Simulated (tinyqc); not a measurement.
Doping from the ideality factor.

Inverse problem. For thermionic-field emission over a Schottky barrier the ideality factor is n = u coth(u) with u = E00/Vt and E00 = (hbar/2) sqrt(Nd/(me m0 eps0 eps_r)) in SI units (volts). Find u, E00 and Nd.

Parameters, values chosen for the exercise; band and dielectric values those of a made-up semiconductor:
```
symbol,value,unit,meaning
T,300,K,temperature
me,0.0583,m0,electron mass
eps_r,16,,relative permittivity
```

Constants: q = 1.602176634e-19 C, kB = 1.380649e-23 J/K, eps0 = 8.8541878128e-12 F/m, hbar = 1.054571817e-34 J s, m0 = 9.1093837015e-31 kg, Vt = kB T/q. Results are converted to the units shown.

n = 2.8981565

Solution. u coth(u) rises steadily from 1, so n fixes u; the definition of E00 then gives Nd.

u = 2.88
E00 = 74.5 meV
Nd = 1.50e19 cm^-3

Program tinyqc, `OMP_NUM_THREADS=1 python tinyqc.py 2640134 2640135 out.jsonl`; Intel Xeon 2.30GHz, shared host, one thread, about 0.03 s.
